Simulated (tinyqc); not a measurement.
Inside a calculation. Model: anisotropic elasticity and sound waves of a cubic crystal. Computed by tinyqc, a small Python program that keeps every step. Command: `OMP_NUM_THREADS=1 python tinyqc.py 3024165 3024166 out.jsonl cubicelastic walk`. One thread of a shared host (Intel(R) Xeon(R) Processor @ 2.30GHz), about 0.01 s of CPU time with the checks. Intermediate numbers are printed to about 6 digits and carried at full precision; extremes and crossings named in words are read from the listed rows.

Voigt order 1..6 = xx, yy, zz, yz, xz, xy, with engineering shear strains. The rotated frame has x' as named, z' along the wafer normal and y' = z' x x'.

Inputs (values chosen for the exercise, modelled on titanium nitride): C11 = 622.6 GPa; C12 = 162.5 GPa; C44 = 164.2 GPa; density rho = 5.435 g/cm^3; expansion coefficient of the film = 9.1 ppm/K; expansion coefficient of the substrate = 2.6 ppm/K; cooling Delta T = 200 K.

Frame: (112) wafer, x' along [1-10].

wave normal (not normalised): [4, 4.5, 1.2]

## Compliances and anisotropy

S11 = (C11 + C12)/D, S12 = -C12/D, D = (C11 - C12)(C11 + 2 C12), S44 = 1/C44. Zener ratio A = 2 C44/(C11 - C12); S0 = S11 - S12 - S44/2; H = 2 C44 + C12 - C11.

S11 = 1.80073 1/TPa

S12 = -0.372714 1/TPa

S44 = 6.09013 1/TPa

Zener ratio A = 0.713758

S0 = -0.871626 1/TPa

H = -131.7 GPa

## Stiffness in the rotated frame

direction cosines a (rows x', y', z' in the cube axes), rows x', y', z', columns x, y, z:
$$\begin{pmatrix}
0.707107 & -0.707107 & 0.000000 \\
0.577350 & 0.577350 & -0.577350 \\
0.408248 & 0.408248 & 0.816497
\end{pmatrix}$$

C'_ijkl = C12 delta_ij delta_kl + C44 (delta_ik delta_jl + delta_il delta_jk) - H sum_m a_im a_jm a_km a_lm.

C' (GPa), rows 1, 2, 3, 4, 5, 6:
$$\begin{pmatrix}
556.750 & 206.400 & 184.450 & 31.042 & 0.000 & 0.000 \\
206.400 & 534.800 & 206.400 & 0.000 & 0.000 & 0.000 \\
184.450 & 206.400 & 556.750 & -31.042 & 0.000 & 0.000 \\
31.042 & 0.000 & -31.042 & 208.100 & 0.000 & 0.000 \\
0.000 & 0.000 & 0.000 & 0.000 & 186.150 & 31.042 \\
0.000 & 0.000 & 0.000 & 0.000 & 31.042 & 208.100
\end{pmatrix}$$

Normal stress couples to shear strain in this frame.

## Moduli along the axes of the frame

Invert C' to S'. E along x' = 1/S'11, along y' = 1/S'22; Poisson ratios nu(x'y') = -S'12/S'11 and nu(x'z') = -S'13/S'11; in-plane shear modulus 1/S'66.

E along x' = 447.119 GPa

E along y' = 419.849 GPa

nu(x'y') = 0.296555

nu(x'z') = 0.231601

in-plane shear modulus = 202.924 GPa

E differs between x' and y' by +6.5 %.

## Thermal stress in a film with this orientation

On cooling, a thick substrate imposes eps_1 = eps_2 = (alpha_film - alpha_substrate) Delta T and eps_6 = 0; the free surface sets sigma_3 = sigma_4 = sigma_5 = 0, which fixes eps_3, eps_4, eps_5. Biaxial modulus M = (sigma_1 + sigma_2)/(2 eps); energy density M eps^2. Elastic response and constant coefficients are assumed.

in-plane strain = 1.3 per mille

elastic strain along the normal = -0.931184 per mille

stress along x' = 810.007 MPa

stress along y' = 771.364 MPa

biaxial modulus M = 608.219 GPa

energy density = 1.02789 MJ/m^3

The film ends in tension. Caution: the thermal stress of this film exceeds 200 MPa, which can relax by slip, cracking or buckling in a real film.

## Sound waves along the wave normal

In the cube axes, with unit normal n: G_ij = (C12 + C44) n_i n_j + (C44 - H n_i^2) delta_ij, eigenvalues rho v^2, eigenvectors u (columns, largest component positive). Group velocity V_i = [(C12 + C44)(u.n) u_i + C44 n_i - H u_i^2 n_i]/(rho v); its angle to n has cosine v/|V|.

Christoffel matrix (GPa), rows x, y, z:
$$\begin{pmatrix}
358.798 & 156.025 & 41.607 \\
156.025 & 410.488 & 46.808 \\
41.607 & 46.808 & 181.714
\end{pmatrix}$$

phase velocities (m/s): [5611.3, 6456.0, 10090.1]

polarisations, rows x, y, z, columns slow, fast, longitudinal:
$$\begin{pmatrix}
-0.127233 & 0.759174 & 0.638332 \\
-0.109835 & -0.650388 & 0.751620 \\
0.985773 & 0.025519 & 0.166135
\end{pmatrix}$$

group speeds (m/s): [5719.3, 6484.1, 10102.7]

angles between V and n (degree): [11.1537, 5.3427, 2.8616]

Energy flows off the wave normal by up to 11.2 degrees, for the slow transverse wave.

## Polycrystal bounds against single-crystal directions

B = (C11 + 2 C12)/3; Voigt G = (C11 - C12 + 3 C44)/5; Reuss G = 5/(4 (S11 - S12) + 3 S44); Hill is their mean; E = 9BG/(3B + G), nu = (3B - 2G)/(6B + 2G). Along <hkl>, with g = 0, 1/4, 1/3: 1/E = S11 - 2 S0 g; for a film with that normal C33 = C11 + 2 H g and M = [6B - (3B - C33) - (3B - C33)^2/C33]/2.

bulk modulus B = 315.867 GPa

Averages:
```
average  G (GPa)  E (GPa)        nu
Voigt    190.540  475.923  0.248880
Reuss    185.431  465.251  0.254511
Hill     187.986  470.599  0.251689
```

Directions:
```
direction  E (GPa)  biaxial modulus M (GPa)
<100>      555.331                  700.274
<110>      447.119                  614.983
<111>      419.849                  581.885
```

The bounds on G differ by 2.8 %, while E varies by a factor 1.32 with direction; with A below 1 the stiffest axis is <100>. Under a fixed mismatch strain, grains with a <111> normal store the least energy.

Checks made by the program: E along x' against 1/E = S11 - 2 S0 (l^2 m^2 + m^2 n^2 + n^2 l^2) (relative difference below 1e-10).
